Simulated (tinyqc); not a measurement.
# True capacitance, leakage and series resistance from two frequencies

Question. A capacitance C in parallel with G and in series with Rs is measured as Cp and D = Gp/(w Cp) at two frequencies. The series reading Cs = Cp (1 + D^2) equals C + G^2/(w^2 C), and Re Z = D/(w Cp (1 + D^2)) = Rs + G/(G^2 + w^2 C^2). Find C, G and Rs.

f (Hz): 1e6  5e6
Cp (pF): 1.36268674  1.36268652
D: 1.22780362  0.245947119

Answer. w^2 Cs = w^2 C + G^2/C is a straight line in w^2 with slope C; the intercept gives G, and the real part then gives Rs.

C = 1.363 pF
G = 10.51 uS
Rs = 9.400 ohm

Program tinyqc, `OMP_NUM_THREADS=1 python tinyqc.py 2022182 2022183 out.jsonl`; Intel Xeon 2.30GHz, shared host, one thread, about 0.01 s.
